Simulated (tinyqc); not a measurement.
Coupled-perturbed Hartree-Fock on RHF in the 6-31g basis, for H4, spin multiplicity 1, step by step (part 2 of 2). Computed by tinyqc, a small Python program that keeps every step (integrals from PySCF). Command: `OMP_NUM_THREADS=1 python tinyqc.py 31288 31289 out.jsonl` (the two numbers bound the seeds that draw the settings). One thread of a shared host (Intel(R) Xeon(R) Processor @ 2.60GHz), about 0.1 s of CPU time with the checks.

Geometry (angstrom):
```
atom         x         y         z
H     0.000000  0.000000  0.000000
H     0.000000  0.000000  0.809000
H     0.000000  1.251000  0.000000
H     0.000000  1.251000  0.809000
```

## Iteration 9 (converged): orbitals

converged F (hartree):
```
           1H 1s      1H 2s      2H 1s      2H 2s      3H 1s      3H 2s      4H 1s      4H 2s
1H 1s  -0.045976  -0.522074  -0.547889  -0.518174  -0.195825  -0.311567  -0.148471  -0.293695
1H 2s  -0.522074  -0.429891  -0.518174  -0.462869  -0.311567  -0.368747  -0.293695  -0.378573
2H 1s  -0.547889  -0.518174  -0.045976  -0.522074  -0.148471  -0.293695  -0.195825  -0.311567
2H 2s  -0.518174  -0.462869  -0.522074  -0.429891  -0.293695  -0.378573  -0.311567  -0.368747
3H 1s  -0.195825  -0.311567  -0.148471  -0.293695  -0.045976  -0.522074  -0.547889  -0.518174
3H 2s  -0.311567  -0.368747  -0.293695  -0.378573  -0.522074  -0.429891  -0.518174  -0.462869
4H 1s  -0.148471  -0.293695  -0.195825  -0.311567  -0.547889  -0.518174  -0.045976  -0.522074
4H 2s  -0.293695  -0.378573  -0.311567  -0.368747  -0.518174  -0.462869  -0.522074  -0.429891
```

X:
```
               1          2          3          4          5          6          7         8
1H 1s  -0.426119  -0.566550  -0.505374   0.619102   0.661238   0.500607   0.333832  0.136491
1H 2s   2.303955   1.143126   0.790984  -0.411961   0.122297   0.248108   0.213291  0.205121
2H 1s   0.426119   0.566550  -0.505374   0.619102  -0.661238  -0.500607   0.333832  0.136491
2H 2s  -2.303955  -1.143126   0.790984  -0.411961  -0.122297  -0.248108   0.213291  0.205121
3H 1s   0.426119  -0.566550   0.505374   0.619102  -0.661238   0.500607  -0.333832  0.136491
3H 2s  -2.303955   1.143126  -0.790984  -0.411961  -0.122297   0.248108  -0.213291  0.205121
4H 1s  -0.426119   0.566550   0.505374   0.619102   0.661238  -0.500607  -0.333832  0.136491
4H 2s   2.303955  -1.143126  -0.790984  -0.411961   0.122297  -0.248108  -0.213291  0.205121
```

Diagonalise F' = X^T F X, C = X C', fill 2 alpha and 2 beta electrons from the bottom; D = 2 C_occ C_occ^T. Each column has its largest component positive (the first on a tie).

F' = X^T F X (hartree):
```
           1          2          3          4          5          6          7          8
1   0.780788   0.000000   0.000000   0.000000  -0.510733   0.000000   0.000000   0.000000
2   0.000000   0.920166   0.000000   0.000000   0.000000  -0.504723   0.000000   0.000000
3   0.000000   0.000000   0.772118   0.000000   0.000000   0.000000  -0.201620   0.000000
4   0.000000   0.000000   0.000000   0.805739   0.000000   0.000000   0.000000  -0.228502
5  -0.510733   0.000000   0.000000   0.000000   0.971060   0.000000   0.000000   0.000000
6   0.000000  -0.504723   0.000000   0.000000   0.000000   0.444570   0.000000   0.000000
7   0.000000   0.000000  -0.201620   0.000000   0.000000   0.000000  -0.385498   0.000000
8   0.000000   0.000000   0.000000  -0.228502   0.000000   0.000000   0.000000  -0.714490
```

orbital energies (hartree): MO1 -0.748093, MO2 -0.419609, MO3 0.124432, MO4 0.356406, MO5 0.806229, MO6 0.839342, MO7 1.240304, MO8 1.395442

coefficients C:
```
            MO1        MO2        MO3        MO4        MO5        MO6        MO7        MO8
1H 1s  0.225113   0.244852   0.119281   0.094850  -0.553980   0.592656  -0.746565  -0.780908
1H 2s  0.143001   0.342249   0.821805   1.850201   0.744322  -0.437421   0.832425   1.378376
2H 1s  0.225113   0.244852  -0.119281  -0.094850  -0.553980   0.592656   0.746565   0.780908
2H 2s  0.143001   0.342249  -0.821805  -1.850201   0.744322  -0.437421  -0.832425  -1.378376
3H 1s  0.225113  -0.244852   0.119281  -0.094850   0.553980   0.592656  -0.746565   0.780908
3H 2s  0.143001  -0.342249   0.821805  -1.850201  -0.744322  -0.437421   0.832425  -1.378376
4H 1s  0.225113  -0.244852  -0.119281   0.094850   0.553980   0.592656   0.746565  -0.780908
4H 2s  0.143001  -0.342249  -0.821805   1.850201  -0.744322  -0.437421  -0.832425   1.378376
```

D after iteration 9:
```
           1H 1s      1H 2s      2H 1s      2H 2s      3H 1s      3H 2s      4H 1s      4H 2s
1H 1s   0.221257   0.231983   0.221257   0.231983  -0.018553  -0.103218  -0.018553  -0.103218
1H 2s   0.231983   0.275167   0.231983   0.275167  -0.103218  -0.193370  -0.103218  -0.193370
2H 1s   0.221257   0.231983   0.221257   0.231983  -0.018553  -0.103218  -0.018553  -0.103218
2H 2s   0.231983   0.275167   0.231983   0.275167  -0.103218  -0.193370  -0.103218  -0.193370
3H 1s  -0.018553  -0.103218  -0.018553  -0.103218   0.221257   0.231983   0.221257   0.231983
3H 2s  -0.103218  -0.193370  -0.103218  -0.193370   0.231983   0.275167   0.231983   0.275167
4H 1s  -0.018553  -0.103218  -0.018553  -0.103218   0.221257   0.231983   0.221257   0.231983
4H 2s  -0.103218  -0.193370  -0.103218  -0.193370   0.231983   0.275167   0.231983   0.275167
```

## Convergence

Stop when the energy changes by less than 1e-10 hartree and every element of the error matrix X^T (F D S - S D F) X is below 3e-06.

Course of the cycle:
```
iteration  E (hartree)     change  largest element of the error matrix
1          -1.92320455          -                             4.92e-01
2          -2.11002225  -1.87e-01                             7.23e-02
3          -2.11327608  -3.25e-03                             2.52e-03
4          -2.11327843  -2.35e-06                             3.34e-04
5          -2.11327850  -6.66e-08                             1.21e-04
6          -2.11327850  -6.38e-09                             7.38e-05
7          -2.11327850  -1.82e-09                             5.29e-05
8          -2.11327851  -1.93e-09                             2.34e-07
9          -2.11327851  -4.26e-14                             3.60e-10
```

PySCF RHF in the same basis = -2.11327851 hartree

Converged in 9 iterations.

## Populations, bond orders and dipole

overlap S:
```
          1H 1s     1H 2s     2H 1s     2H 2s     3H 1s     3H 2s     4H 1s     4H 2s
1H 1s  1.000000  0.658292  0.395350  0.484161  0.125224  0.315921  0.056655  0.232516
1H 2s  0.658292  1.000000  0.484161  0.828226  0.315921  0.637202  0.232516  0.527748
2H 1s  0.395350  0.484161  1.000000  0.658292  0.056655  0.232516  0.125224  0.315921
2H 2s  0.484161  0.828226  0.658292  1.000000  0.232516  0.527748  0.315921  0.637202
3H 1s  0.125224  0.315921  0.056655  0.232516  1.000000  0.658292  0.395350  0.484161
3H 2s  0.315921  0.637202  0.232516  0.527748  0.658292  1.000000  0.484161  0.828226
4H 1s  0.056655  0.232516  0.125224  0.315921  0.395350  0.484161  1.000000  0.658292
4H 2s  0.232516  0.527748  0.315921  0.637202  0.484161  0.828226  0.658292  1.000000
```

Mulliken: Z minus the diagonal of D S on the atom; Loewdin: the same with S^(1/2) D S^(1/2); Mayer order: 2 sum_s sum (D(s) S)_ij (D(s) S)_ji over the two atoms.

Charges (e):
```
atom  Mulliken  Loewdin
1H           0        0
2H           0        0
3H           0        0
4H           0        0
```

Mayer bond orders:
```
pair      order
2-1    1.061323
3-1   -0.061323
3-2   -0.061323
4-1   -0.061323
4-2   -0.061323
4-3    1.061323
```

dipole moment about the origin, x y z (debye): 0.000000  0.000000  0.000000

## Integrals over molecular orbitals

core Hamiltonian H = T + V (hartree):
```
           1H 1s      1H 2s      2H 1s      2H 2s      3H 1s      3H 2s      4H 1s      4H 2s
1H 1s  -1.683564  -1.404461  -1.023951  -1.110413  -0.381881  -0.752294  -0.206220  -0.591769
1H 2s  -1.404461  -1.654889  -1.110413  -1.459315  -0.752294  -1.181054  -0.591769  -1.039143
2H 1s  -1.023951  -1.110413  -1.683564  -1.404461  -0.206220  -0.591769  -0.381881  -0.752294
2H 2s  -1.110413  -1.459315  -1.404461  -1.654889  -0.591769  -1.039143  -0.752294  -1.181054
3H 1s  -0.381881  -0.752294  -0.206220  -0.591769  -1.683564  -1.404461  -1.023951  -1.110413
3H 2s  -0.752294  -1.181054  -0.591769  -1.039143  -1.404461  -1.654889  -1.110413  -1.459315
4H 1s  -0.206220  -0.591769  -0.381881  -0.752294  -1.023951  -1.110413  -1.683564  -1.404461
4H 2s  -0.591769  -1.039143  -0.752294  -1.181054  -1.110413  -1.459315  -1.404461  -1.654889
```

Given earlier and not repeated: Two-electron integrals (ij|kl) in chemists' order.

(pq|rs) = sum C_ip C_jq C_kr C_ls (ij|kl), one index at a time.

one-electron integrals over orbitals h = C^T H C (hartree):
```
           1          2          3          4          5          6          7          8
1  -2.098169   0.000000   0.000000   0.000000   0.000000  -0.212269   0.000000   0.000000
2   0.000000  -1.712045   0.000000   0.000000   0.273390   0.000000   0.000000   0.000000
3   0.000000   0.000000  -1.315714   0.000000   0.000000   0.000000   0.309082   0.000000
4   0.000000   0.000000   0.000000  -0.939684   0.000000   0.000000   0.000000   0.297812
5   0.000000   0.273390   0.000000   0.000000  -0.720744   0.000000   0.000000   0.000000
6  -0.212269   0.000000   0.000000   0.000000   0.000000  -0.709766   0.000000   0.000000
7   0.000000   0.000000   0.309082   0.000000   0.000000   0.000000  -0.537615   0.000000
8   0.000000   0.000000   0.000000   0.297812   0.000000   0.000000   0.000000  -0.438531
```

Two-electron integrals over orbitals (pq|rs), unique and non-zero (hartree):
```
(11|11) 0.528066    (21|21) 0.151149    (22|11) 0.486580    (22|22) 0.470426
(31|31) 0.071394    (32|32) 0.036099    (33|11) 0.399819    (33|22) 0.374000
(33|33) 0.364787    (41|32) 0.032466    (41|41) 0.029299    (42|31) 0.056764
(42|42) 0.053984    (43|21) 0.081325    (43|43) 0.070241    (44|11) 0.347149
(44|22) 0.342538    (44|33) 0.321344    (44|44) 0.310453    (51|21) -0.064268
(51|43) -0.018487   (51|51) 0.051578    (52|11) -0.119446   (52|22) -0.098765
(52|33) -0.057415   (52|44) -0.032211   (52|52) 0.070886    (53|32) -0.003220
(53|41) -0.001908   (53|53) 0.014764    (54|31) 0.007253    (54|42) 0.014009
(54|54) 0.024615    (55|11) 0.419163    (55|22) 0.405556    (55|33) 0.333174
(55|44) 0.312129    (55|52) -0.073322   (55|55) 0.368895    (61|11) 0.094914
(61|22) 0.085660    (61|33) 0.037220    (61|44) 0.026833    (61|52) -0.056988
(61|55) 0.066191    (61|61) 0.053128    (62|21) 0.053966    (62|43) 0.011290
(62|51) -0.046504   (62|62) 0.044502    (63|31) -0.017756   (63|42) -0.015705
(63|54) -0.021378   (63|63) 0.029311    (64|32) -0.004145   (64|41) -0.004553
(64|53) -0.014182   (64|64) 0.015979    (65|21) -0.114999   (65|43) -0.067923
(65|51) 0.045208    (65|62) -0.036640   (65|65) 0.098826    (66|11) 0.422366
(66|22) 0.401003    (66|33) 0.345698    (66|44) 0.311243    (66|52) -0.076286
(66|55) 0.360344    (66|61) 0.058857    (66|66) 0.367963    (71|31) -0.053236
(71|42) -0.041556   (71|54) 0.014595    (71|63) -0.012944   (71|71) 0.069476
(72|32) -0.034775   (72|41) -0.030262   (72|53) 0.020056    (72|64) -0.013928
(72|72) 0.056502    (73|11) -0.105280   (73|22) -0.093266   (73|33) -0.047618
(73|44) -0.034387   (73|52) 0.050607    (73|55) -0.070762   (73|61) -0.045298
(73|66) -0.064396   (73|73) 0.051989    (74|21) -0.041502   (74|43) -0.009629
(74|51) 0.030455    (74|62) -0.028871   (74|65) 0.025898    (74|74) 0.025881
(75|32) 0.038624    (75|41) 0.033908    (75|53) -0.013361   (75|64) 0.004887
(75|72) -0.052352   (75|75) 0.057658    (76|31) -0.064982   (76|42) -0.054443
(76|54) -0.001554   (76|63) 0.008273    (76|71) 0.061792    (76|76) 0.076804
(77|11) 0.491545    (77|22) 0.460403    (77|33) 0.387064    (77|44) 0.339253
(77|52) -0.118373   (77|55) 0.404261    (77|61) 0.096315    (77|66) 0.407513
(77|73) -0.099797   (77|77) 0.489262    (81|32) -0.039462   (81|41) -0.034300
(81|53) 0.020995    (81|64) -0.013153   (81|72) 0.060647    (81|75) -0.057860
(81|81) 0.066110    (82|31) -0.057674   (82|42) -0.046157   (82|54) 0.015105
(82|63) -0.010823   (82|71) 0.072004    (82|76) 0.067786    (82|82) 0.077471
(83|21) -0.062606   (83|43) -0.025348   (83|51) 0.039542    (83|62) -0.035103
(83|65) 0.043110    (83|74) 0.030407    (83|83) 0.039790    (84|11) -0.100146
(84|22) -0.088988   (84|33) -0.054455   (84|44) -0.034806   (84|52) 0.047919
(84|55) -0.064272   (84|61) -0.039145   (84|66) -0.065181   (84|73) 0.044091
(84|77) -0.097649   (84|84) 0.043118    (85|31) 0.064576    (85|42) 0.055364
(85|54) -0.000857   (85|63) -0.000973   (85|71) -0.068722   (85|76) -0.077398
(85|82) -0.073028   (85|85) 0.082314    (86|32) -0.037893   (86|41) -0.033366
(86|53) 0.013244    (86|64) -0.005529   (86|72) 0.052543    (86|75) -0.057242
(86|81) 0.057370    (86|86) 0.057395    (87|21) 0.156487    (87|43) 0.085368
(87|51) -0.080786   (87|62) 0.069712    (87|65) -0.125057   (87|74) -0.051542
(87|83) -0.076574   (87|87) 0.189814    (88|11) 0.508635    (88|22) 0.480142
(88|33) 0.390640    (88|44) 0.347025    (88|52) -0.127560   (88|55) 0.420240
(88|61) 0.107236    (88|66) 0.418049    (88|73) -0.112627   (88|77) 0.507299
(88|84) -0.106443   (88|88) 0.531452
```

## Response to a field: uncoupled start

dipole integrals <a|y|i> (bohr):
```
           i1        i2
a3   0.000000  0.000000
a4   0.000000  0.000000
a5  -0.173543  0.000000
a6   0.000000  0.323156
a7   0.000000  0.000000
a8   0.000000  0.000000
```

Field along y; U_ai = -mu_ai / (e_a - e_i), alpha = -4 sum U_ai mu_ai.

uncoupled U:
```
          i1         i2
a3  0.000000   0.000000
a4  0.000000   0.000000
a5  0.111652   0.000000
a6  0.000000  -0.256687
a7  0.000000   0.000000
a8  0.000000   0.000000
```

uncoupled polarisability = 0.409306 bohr^3

## Coupled step 1

U_ai = -(mu_ai + sum_bj [4 (ai|bj) - (ab|ij) - (aj|bi)] U_bj) / (e_a - e_i); alpha = -4 sum U_ai mu_ai.

U after step 1:
```
          i1         i2
a3  0.000000   0.000000
a4  0.000000   0.000000
a5  0.128330   0.000000
a6  0.000000  -0.309983
a7  0.000000   0.000000
a8  0.000000   0.000000
```

polarisability = 0.489775 bohr^3

## Coupled step 2

As before.

U after step 2:
```
          i1         i2
a3  0.000000   0.000000
a4  0.000000   0.000000
a5  0.130687   0.000000
a6  0.000000  -0.321121
a7  0.000000   0.000000
a8  0.000000   0.000000
```

polarisability = 0.505809 bohr^3

## Coupled polarisability

Repeat until U stops changing; compare with -d2E/dF2.

Course of the coupled iterations:
```
step  alpha (bohr^3)
0           0.409306
1           0.489775
2           0.505809
3           0.509042
4           0.509702
5           0.509837
6           0.509865
7           0.509871
8           0.509872
9           0.509873
10          0.509873
11          0.509873
```

coupled polarisability = 0.509873 bohr^3

finite-field check, fields of +/-0.001 au = 0.509873 bohr^3
